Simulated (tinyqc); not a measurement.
Inside a calculation. Model: carrier lifetime of an n-type layer with SRH, radiative, Auger and surface recombination.

Program tinyqc, `OMP_NUM_THREADS=1 python tinyqc.py 2300126 2300127 out.jsonl`; Intel Xeon 2.30GHz, shared host, one thread, about 0.01 s. Printed values are rounded.

Uniform excess density dn = dp (no trapping), n = n0 + dn, p = p0 + dn, Boltzmann statistics, full ionisation. Surfaces enter as a rate 2 S dn/d, which holds while diffusion to them is fast.

Inputs (values chosen for the exercise); band and dielectric values close to those of silicon:

| symbol | value | unit | meaning |
|---|---|---|---|
| T | 300 | K | temperature |
| Eg | 1.12 | eV | band gap |
| Nc | 2.81e19 | cm^-3 | conduction-band density of states at T |
| Nv | 2.63e19 | cm^-3 | valence-band density of states at T |
| B | 4.77e-15 | cm^3/s | radiative coefficient |
| N | 9.5e17 | cm^-3 | donor density |
| Cn | 2.9e-31 | cm^6/s | Auger coefficient (two electrons) |
| Cp | 2.7e-31 | cm^6/s | Auger coefficient (two holes) |
| Nt | 3.3e11 | cm^-3 | trap density |
| sn | 4e-14 | cm^2 | capture cross-section for electrons |
| sp | 5e-17 | cm^2 | capture cross-section for holes |
| vth | 2e7 | cm/s | thermal velocity (both carriers) |
| Et | 0.73 | eV | trap level below the conduction band |
| S | 700 | cm/s | surface recombination velocity (both faces) |
| d | 100 | um | sample thickness |
| G | 6.9e19 | cm^-3 s^-1 | generation rate |

Constants: q = 1.602176634e-19 C, kB = 1.380649e-23 J/K, Vt = kB T/q. Results are converted to the units shown.

Range of the model: S d exceeds 2.5 cm^2/s, comparable with a diffusion coefficient, so 2 S/d overstates the surface loss.

## Equilibrium densities and SRH constants

ni = sqrt(Nc Nv) exp(-Eg/(2 Vt)), Eg in volts; majority density N/2 + sqrt(N^2/4 + ni^2), n0 p0 = ni^2; n1 = Nc exp(-Et/Vt), p1 = Nv exp((Et - Eg)/Vt); tn0 = 1/(sn vth Nt), tp0 = 1/(sp vth Nt).

ni = 1.06352e10 cm^-3
n0 = 9.5e17 cm^-3
p0 = 119.060 cm^-3
n1 = 1.53196e7 cm^-3
p1 = 7.38319e12 cm^-3
tn0 = 3.78788e-6 s
tp0 = 0.00303030 s

## Starting value

dn = 7e14 cm^-3.

dn at the start = 7e14 cm^-3

## Iteration 1: new dn

With e = n p - ni^2 = dn (n0 + p0 + dn): U_SRH = e/(tp0 (n + n1) + tn0 (p + p1)), U_rad = B e, U_Aug = (Cn n + Cp p) e, U_s = 2 S dn/d. Newton step on ln U(ln dn) = ln G, U the sum: k = d ln U/d ln dn (central difference over factors 1.0001), dn(new) = dn (G/U)^(1/k).

U_SRH = 2.31000e17 cm^-3 s^-1
U_rad = 3.17439e18 cm^-3 s^-1
U_Aug = 1.83603e20 cm^-3 s^-1
U_s = 9.8e19 cm^-3 s^-1
k = 1.00140
dn after iteration 1 = 1.69804e14 cm^-3

## Iteration 2: new dn

As before.

U_SRH = 5.60354e16 cm^-3 s^-1
U_rad = 7.69606e17 cm^-3 s^-1
U_Aug = 4.44653e19 cm^-3 s^-1
U_s = 2.37726e19 cm^-3 s^-1
k = 1.00034
dn after iteration 2 = 1.69648e14 cm^-3

## Course of the iteration

Stop when the step is below 1e-10 of the value, or after 40 iterations.

Course of the iteration:

| iteration | dn before the step (cm^-3) | step (cm^-3) |
|---|---|---|
| 1 | 7e14 | -5.30e14 |
| 2 | 1.69804e14 | -1.56e11 |
| 3 | 1.69648e14 | -2.44e4 |
| 4 | 1.69648e14 | 0 |

Converged in 4 iterations.

## Lifetime, shares and quasi-Fermi splitting

converged dn = 1.69648e14 cm^-3

With e = n p - ni^2 = dn (n0 + p0 + dn): U_SRH = e/(tp0 (n + n1) + tn0 (p + p1)), U_rad = B e, U_Aug = (Cn n + Cp p) e, U_s = 2 S dn/d. tau = dn/U, shares of U, splitting Vt ln(n p/ni^2), radiative efficiency U_rad/U.

tau = 2.45867e-6 s
shares (%): SRH 0.0811, radiative 1.1143, Auger 64.3832, surface 34.4213
quasi-Fermi splitting = 0.723476 V

Auger recombination takes the largest share. dn is 1.8e-4 times the doping: low injection.
